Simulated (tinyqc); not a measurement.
MOSFET in the linear regime without short-channel effects, parameter extraction from computed curves: two steps of the calculation.

Inversion charge Q = Cox n Vt W0(exp((Vg - VT)/(n Vt))), W0 the Lambert function and n = nf; u = Q/Cox; mobility mu = mu0/(1 + th1 u + th2 u^2); channel resistance Rch = (L - dL)/(W mu Q); Id = Vd/(Rch + Rsd/W). Cox = eps0 eox/tox. Small Vd, no channel-length or drain effects.

Inputs (values chosen for the exercise); channel values of the order met in silicon transistors:

| symbol | value | unit | meaning |
|---|---|---|---|
| eox | 3.9 |  | relative permittivity of the gate insulator (close to silicon dioxide) |
| tox | 1.8 | nm | insulator thickness |
| mu0 | 250 | cm^2/(V s) | low-field mobility |
| th2 | 0 | 1/V^2 | second mobility attenuation factor |
| VT | 0.4 | V | threshold voltage |
| W | 0.5 | um | gate width |
| L | 0.075 | um | drawn gate length |
| dL | 0.009 | um | drawn less effective length |
| Vd | 0.05 | V | drain voltage |

Constants: eps0 = 8.8541878128e-14 F/cm where lengths are in cm. Results are converted to the units shown.

Problem 1. Threshold and mobility at the peak transconductance. gm_i = (Id_(i+1) - Id_(i-1))/(Vg_(i+1) - Vg_(i-1)); at the point j of largest gm the tangent meets the axis at V_ext = Vg_j - Id_j/gm_j; field-effect mobility gm_j L/(W Cox Vd) with the drawn L.

Vg, point 0 to 8 (V): [0.2, 0.3, 0.4, 0.5, 0.6, 0.7, 0.8, 0.9, 1]
Id, point 0 to 8 (uA): [0.0011011689, 0.068376795, 2.4449558, 12.204921, 23.673236, 34.132590, 43.263131, 51.178360, 58.058099]

Find: gm; j; V_ext; field-effect mobility.

Solution 1.

gm, point 1 to 7 (uS): [12.219, 60.683, 106.14, 109.64, 97.949, 85.229, 73.975]
j = 4
V_ext = 0.38408 V
field-effect mobility = 171.45 cm^2/(V s)

V_ext is 16 mV below the model VT, and the mobility so found is 40 % below mu0 L/(L - dL) = 284 cm^2/(V s), the value for the drawn L; attenuation, series resistance and the slow approach of Q to a straight line all lower the peak gm.

Problem 2. The Y function. Y_i = Id_i/sqrt(gm_i). For Id = beta Vd x/(1 + th x), x = Vg - VT, Y = sqrt(beta Vd) x whatever th. Slope s from points 4 and 7; VT_Y = Vg - Y/s at point 7; beta = s^2/Vd; mobility beta L/(W Cox) with the drawn L; th* = (beta Vd x/Id - 1)/x at point 7.

Vg, point 0 to 8 (V): [0.2, 0.3, 0.4, 0.5, 0.6, 0.7, 0.8, 0.9, 1]
Id, point 0 to 8 (uA): [0.0011011689, 0.068376795, 2.4449558, 12.204921, 23.673236, 34.132590, 43.263131, 51.178360, 58.058099]
gm, point 1 to 7 (uS): [12.219273, 60.682720, 106.14140, 109.63835, 97.949476, 85.228850, 73.974841]

Give: Y; s; VT_Y; beta; mobility from Y; th*.

Solution 2.

Y, point 1 to 7 (uA^0.5 V^0.5): [0.019561, 0.31386, 1.1847, 2.2609, 3.4488, 4.6862, 5.9504]
s = 12.298 uA^0.5 V^-0.5
VT_Y = 0.41616 V
beta = 3025.0 uA/V^2
mobility from Y = 236.52 cm^2/(V s)
th* = 0.88852 1/V

The mobility from Y is 17 % below mu0 L/(L - dL) = 284 cm^2/(V s), which it should reach in deep inversion when th2 = 0.

tinyqc, about 0.01 s, one thread, Intel Xeon 2.30GHz (shared host): `OMP_NUM_THREADS=1 python tinyqc.py 2210090 2210091 out.jsonl`
